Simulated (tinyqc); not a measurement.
MOS capacitor with interface traps: C-V stretch-out, conductance peak and subthreshold swing: one step, computed by the program tinyqc. Command: `OMP_NUM_THREADS=1 python tinyqc.py 3031889 3031890 out.jsonl mostraps walk`. One thread of a shared host (Intel(R) Xeon(R) Processor @ 2.30GHz), about 0.01 s of CPU time with the checks.

Energies at the interface are counted from the valence band. psi > 0 means bending towards depletion, so the surface potential is -psi. Boltzmann statistics, full ionisation, no quantum confinement. Traps are neutral when filled up to E_n, with a sharp (zero-temperature) occupation.

Problem. Substrate and insulator. N_c = 2 M_c (2 pi m_e k_B T/h^2)^(3/2) and N_v = 2 (2 pi m_h k_B T/h^2)^(3/2), masses in units of m_0. n_i = sqrt(N_c N_v) exp(-E_g/2 k_B T); E_F = E_g - k_B T ln(N_c/N); phi_B = (k_B T/e) ln(N/n_i); L_D = sqrt(eps_s eps_0 k_B T/(e^2 N)); C_ox = eps_ox eps_0/t_ox.

Inputs (values chosen for the exercise, modelled on germanium, with an insulator like SiO2):
```
quantity                     value   unit
gap E_g                      0.673     eV
electron mass m_e            0.227    m_0
valleys M_c                      4      -
hole mass m_h                0.353    m_0
dielectric constant eps_s     15.7      -
doping N                   1.3e+16  cm^-3
insulator constant eps_ox     3.76      -
insulator thickness t_ox       2.3     nm
temperature T                  200      K
```

Substrate: n-type. Trap spectrum: flat plus a Gaussian peak.

Constants: m_0 = 9.1093837015e-31 kg; k_B = 1.380649e-23 J/K; h = 6.62607015e-34 J s; k_B = 8.617333262e-05 eV/K; eps_0 = 8.8541878128e-12 F/m; e = 1.602176634e-19 C.

Give: k_B T; n_i; bulk E_F; phi_B; Debye length L_D; C_ox; effective density of states of the majority band.

Solution.

k_B T = 0.01723 eV

n_i = 1.364e+10 cm^-3

bulk E_F = 0.5675 eV

phi_B = 0.2373 V

Debye length L_D = 33.92 nm

C_ox = 1.447 microF/cm^2

effective density of states of the majority band = 5.909e+18 cm^-3
